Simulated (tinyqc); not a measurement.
BCS gap equation with a constant attraction inside the Debye window. From one set of inputs to another, one input at a time. Computed by tinyqc, a small Python program. Command: `OMP_NUM_THREADS=1 python tinyqc.py 3021984 3021985 out.jsonl bcs ladder`. One thread of a shared host (Intel(R) Xeon(R) Processor @ 2.30GHz), about 0.02 s of CPU time with the checks.

Pairs attract with strength V for |xi| < k_B Theta; N(0) is the density of states for one spin. Energies are given as temperatures (E/k_B, in K) unless marked.

The inputs printed are set A. Inputs not listed in the table keep their values of set A, so the rows need not describe a real material.

Inputs (values chosen for the exercise, modelled on titanium nitride):

| quantity | value | unit |
|---|---|---|
| coupling N(0)V | 0.212 | - |
| Debye temperature Theta | 553 | K |
| temperature T | 1.14 | K |
| junction resistance R_n | 0.06 | kilo-ohm |

Solver: bisection.

Constants: k_B = 8.617333262e-05 eV/K; hbar = 1.054571817e-34 J s; e = 1.602176634e-19 C; h = 6.62607015e-34 J s.

Method:
- At T = 0 the gap equation 1/(N(0)V) = int_0^Theta d xi/sqrt(xi^2 + Delta^2) has the integral arcsinh(Theta/Delta), so Delta_0 = Theta/sinh(1/(N(0)V)); weak coupling gives 2 Theta exp(-1/(N(0)V)).
- Gap equation: 1/(N(0)V) = I(Delta, T) = int_0^Theta tanh(E/2T)/E d xi, E = sqrt(xi^2 + Delta^2); 64 Gauss-Legendre points in y with xi = max(Delta, T) sinh(y).
- T_c solves I(0, T_c) = 1/(N(0)V); the weak-coupling form is T_c = (2 e^C/pi) Theta exp(-1/(N(0)V)) with Euler's C = 0.5772157, and 2 Delta_0/T_c then tends to 2 pi e^-C = 3.528.
- Residual r = N(0)V I - 1, with Delta_0 = Theta/sinh(1/(N(0)V)). Bisection between 0 and Delta_0. Stop when |r| < 1e-9 or after 40 steps.
- Ambegaokar-Baratoff: I_c R_n = (pi Delta/(2e)) tanh(Delta/2T); Josephson energy E_J = hbar I_c/(2e), given as E_J/h; inductance hbar/(2 e I_c); thermal quasiparticle fraction x = n_qp/(2 N(0) Delta) = sqrt(2 pi T/Delta) exp(-Delta/T), valid for T well below Delta.

Each row keeps all changes above it:

| input moved | from | to | T_c (K) | Delta(T) (K) | critical current I_c (nA) |
|---|---|---|---|---|---|
| set A | - | - | 5.61 | 9.89 | 22303 |
| coupling N(0)V | 0.212 | 0.277 | 16.96 | 29.94 | 67541 |
| temperature T (K) | 1.14 | 3.63 | 16.96 | 29.93 | 67490 |
| Debye temperature Theta (K) | 553 | 461 | 14.14 | 24.93 | 56132 |
| junction resistance R_n (kilo-ohm) | 0.06 | 12 | 14.14 | 24.93 | 281 |

T_c goes from 5.61 to 14.1, a factor 2.52 in all. The largest single move comes from coupling N(0)V (a factor 3.02), and Debye temperature Theta works against it (a factor 0.834). Delta(T) goes from 9.89 to 24.9, a factor 2.52 in all. The largest single move comes from coupling N(0)V (a factor 3.03), and Debye temperature Theta works against it (a factor 0.833). Critical current I_c goes from 22300 to 281, a factor 0.0126 in all. The largest single move comes from junction resistance R_n (a factor 0.00500), and coupling N(0)V works against it (a factor 3.03). The single moves hold for this order of the switches; the total does not depend on the order.

Extremes, crossings and ranges named in words are read from the listed rows.
